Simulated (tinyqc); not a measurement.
Worked calculation: propagation of a band-gap error through k.p and effective-mass formulas. Values are carried at full precision from step to step, so a last printed digit may differ when a step is redone from the rounded ones.

Chain, for a gap E (the reference Eg or another value), with Ep and Dso kept: 1/me = 1 + Ep (E + 2 Dso/3)/(E (E + Dso)); g* = 2 - 2 Ep Dso/(3 E (E + Dso)); g1(E) = g1 + (Ep/3)(1/E - 1/Eg), g2(E) = g2 + (Ep/6)(1/E - 1/Eg), light hole 1/(g1 + 2 g2), heavy hole 1/(g1 - 2 g2) along [100]; optical constant ei(E) = 1 + (ei - 1)(EP/(EP + E - Eg))^2, static e0(E) = ei(E) + e0 - ei.

Constants: Ry = 13.60569312 eV; a0 (Bohr radius) = 0.5291772105 angstrom; kB = 8.617333262e-05 eV/K; hbar^2/2m0 = 3.80998211 eV angstrom^2.

Inputs chosen for the exercise (reference values near those of CdTe, gap at low temperature; shifted at random, so the results belong to these values and not to a real crystal):
```
symbol  value  unit        meaning
Eg      1.576  eV          gap at Gamma to the s-like level
Dso     0.904  eV          spin-orbit splitting
Ep      18.9   eV          Kane energy
g1      5.32               Luttinger gamma1
g2      1.69               gamma2
e0      10.27              static dielectric constant
ei      7.31               optical dielectric constant
EP      5.26   eV          mean (Penn) gap
Eg2     0.788  eV          a wrong gap, of the size a semi-local functional can give
mh      0.48   m0          density-of-states mass of the holes
T       300    K           temperature
k       0.047  1/angstrom  wave vector
```

## Masses, g factor and screening for both gaps

Evaluate the chain at Eg and at Eg2.

Band values at the two gaps:
```
quantity      at Eg   at Eg2  ratio
me          0.08669  0.04828  0.557
g*          -0.9143   -6.543      -
g1            5.320    9.317  1.751
g2            1.690    3.689  2.183
light hole   0.1149  0.05990  0.521
heavy hole   0.5155   0.5155  1.000
ei            7.310    9.730  1.331
e0            10.27    12.69  1.236
```

The gap is off by a factor of 0.50; the electron mass follows with 0.56 and the light hole with 0.52, while the heavy hole, which does not couple to the conduction level, keeps its value. The optical constant changes less, by +33 %, as it answers to the mean gap, which shifts by the same -0.79 eV on a base of 5.26 eV. g* moves by -5.63; remote bands, left out here, shift it by tenths or, where it is large, by some per cent.

## Binding energies and densities for both gaps

Donor: R = Ry me/e0^2, a_B = a0 e0/me, Mott density (0.26/a_B)^3. Nc, Nv = 2 (m kT/(4 pi c))^(3/2), c = hbar^2/2m0, ni = sqrt(Nc Nv) exp(-E/2kT). Exciton: Ry mu/e0^2 with 1/mu = 1/me + g1(E). 1 angstrom^-3 = 1e24 cm^-3.

Use the values of the table.

Results:
```
quantity                  at Eg     at Eg2     ratio
R (meV)                   11.18      4.079     0.365
a_B (angstrom)            62.69      139.1      2.22
Mott density (cm^-3)  7.134e+16  6.532e+15    0.0916
Nc (cm^-3)            6.405e+17  2.662e+17     0.416
ni (cm^-3)            1.337e+05  3.584e+11  2.68e+06
exciton (meV)             7.653      2.814     0.368
```

Power laws carry the error on: the donor energy (me/e0^2) by a factor of 0.365, the Mott density (cube of me/e0) by 0.0916. ni, with its exponential, changes by a factor of 2.68e+06, that is 6.4 decades.

## A scissor shift and what it does not mend

A rigid shift D = Eg - Eg2 of the conduction band restores the gap but leaves the curvature, so the mass stays me(Eg2); redoing the sum 1/m = 1 + Ep (E + 2 Dso/3)/(E (E + Dso)) with E = Eg and the same Ep gives another mass. For optics, eps2 at the edge goes as |p|^2/E^2: a rigid shift keeps the dipole elements p/E, while shifting the energies under unchanged p scales eps2 by (Eg2/Eg)^2.

shift D = 0.788 eV
mass under a rigid shift = 0.0483 m0
mass from the sum with the corrected gap = 0.0867 m0
factor on eps2 if p is left unscaled = 0.250

The rigid shift leaves the mass off by a factor of 0.56. The mass from the corrected gap is the reference me(Eg) here, because the exercise keeps Ep fixed; a real correction of the gap depends on k and changes Ep as well.

## Far from the edge the relative error shrinks

Two-level dispersion E(k) = sqrt(E^2/4 + Ep c k^2) - E/2 at k/4, k, 4k for both gaps, c = hbar^2/2m0.

Energies above the edge:
```
k (1/angstrom)  at Eg (eV)  at Eg2 (eV)  ratio
0.01175             0.0063       0.0124  1.977
0.04700             0.0952       0.1666  1.751
0.18800             0.9913       1.2493  1.260
```

The ratio tends to Eg/Eg2 = 2.00 at k = 0 and goes from 1.977 to 1.260: at large k both curves approach the same slope sqrt(Ep c), while their distance in eV grows towards |Eg - Eg2|/2.

## Checks

- Chain at E = Eg against the inputs g1, g2, ei, e0: they agree to 1e-10 or better.

Computed by tinyqc, a small Python program: `OMP_NUM_THREADS=1 python tinyqc.py 1850773 1850774 out.jsonl` (the numbers bound the seed that draws the inputs); one thread of a shared host (Intel(R) Xeon(R) Processor @ 2.30GHz), about 0.01 s for the whole set of steps.
